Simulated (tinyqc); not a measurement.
Worked calculation: round or elliptic silicon nanowire with anisotropic valleys (Ritz method). Values are carried at full precision from step to step, so a last printed digit may differ when a step is redone from the rounded ones.

Wire along x = [100] on a (001) wafer, y = [010], z = [001]. Valley groups, two valleys each (w = inverse masses): A, axis along z: w_y = 1/mt, w_z = 1/ml, m_x = mt; B, axis along y: w_y = 1/ml, w_z = 1/mt, m_x = mt; C, axis along x: w_y = w_z = 1/mt, m_x = ml.

Constants: hbar^2/2m0 = 3.80998211 eV angstrom^2; kB = 8.617333262e-05 eV/K.

Inputs chosen for the exercise (near those of a Si nanowire; the results hold for these values, not for the real material): ml = 0.907 m0 (longitudinal mass); mt = 0.193 m0 (transverse mass); a = 38 angstrom (semi-axis along y); b = 38 angstrom (semi-axis along z); group = B (valley group worked out); T = 350 K (temperature).

## Stretching the ellipse

Scaling y by 1/sqrt(w_y) and z by 1/sqrt(w_z) makes the mass 1 and the semi-axes A = a/sqrt(w_y), B = b/sqrt(w_z). List them with the one-function estimate 3c (1/A^2 + 1/B^2) and the slender limit c (pi/2s)^2 (1 + 2s/(pi l)), s and l the smaller and larger of A, B; c = hbar^2/2m0.

Groups:

| group | g | A | B | axis ratio | one function (eV) | slender limit (eV) |
|---|---|---|---|---|---|---|
| A | 2 | 16.69 | 36.19 | 2.168 | 0.0497 | 0.0436 |
| B | 2 | 36.19 | 16.69 | 2.168 | 0.0497 | 0.0436 |
| C | 2 | 16.69 | 16.69 | 1.000 | 0.0820 | 0.0552 |

The one-function value suits axis ratios near 1 and the slender limit ratios well above 2.

## Matrices of three even functions

Hard wall on the ellipse (y/a)^2 + (z/b)^2 = 1, c = hbar^2/2m0. With u = y/a, v = z/b the operator is -c [(w_y/a^2) d2/du2 + (w_z/b^2) d2/dv2] on the unit disc. Basis (1 - u^2 - v^2) u^i v^j; S, X and Y are the disc integrals of f f', (df/du)(df'/du) and (df/dv)(df'/dv), from the integral of u^p v^q = 2 Gamma((p+1)/2) Gamma((q+1)/2)/((p + q + 2) Gamma((p+q+2)/2)) for even p, q; H = c (w_y X/a^2 + w_z Y/b^2).

Basis 1, u^2, v^2 times (1 - u^2 - v^2); form S and H for the chosen group.

S, lower triangle:
```
            1       u^2       v^2
1    1.047198
u^2  0.130900  0.039270
v^2  0.130900  0.013090  0.039270
```

H (meV), lower triangle:
```
           1     u^2      v^2
1    52.0875
u^2   8.6813  4.7786
v^2   8.6813  1.0852  10.4136
```

## Lowest level in this basis

Solve H p = E S p for the wire level; give E, the ratios p2/p1 and p3/p1, and H11/S11.

E = 47.2 meV

ratios: -0.82  -0.25

one function = 49.7 meV

The two added functions lower the level by 2.5 meV (5.1 %), mostly by narrowing the state along u, the direction in which the stretched ellipse is long.

## Subbands

Converged values use 21 functions of each parity class (e or o in u, then in v).

The nine lowest levels of all groups and parity classes.

Subbands:

| group, parity | g | m_x (m0) | E (eV) |
|---|---|---|---|
| A ee | 2 | 0.1930 | 0.0472 |
| B ee | 2 | 0.1930 | 0.0472 |
| C ee | 2 | 0.9070 | 0.0791 |
| A eo | 2 | 0.1930 | 0.0798 |
| B oe | 2 | 0.1930 | 0.0798 |
| A ee | 2 | 0.1930 | 0.1245 |
| B ee | 2 | 0.1930 | 0.1245 |
| A oe | 2 | 0.1930 | 0.1581 |
| B eo | 2 | 0.1930 | 0.1581 |

At 350 K and without degeneracy the populations go as g sqrt(m_x) exp(-E/kB T): among these nine the lowest level, shared by A ee and B ee, holds 55 % and the light transport mass mt 79 % of the electrons.

## Checks

- Circle of radius a with both masses mt against c (2.404826/R)^2/m, eV: both 0.0791.

Run: tinyqc, `OMP_NUM_THREADS=1 python tinyqc.py 1250695 1250696 out.jsonl`; Intel(R) Xeon(R) Processor @ 2.30GHz, one thread, shared host; about 0.05 s of CPU time with all checks.
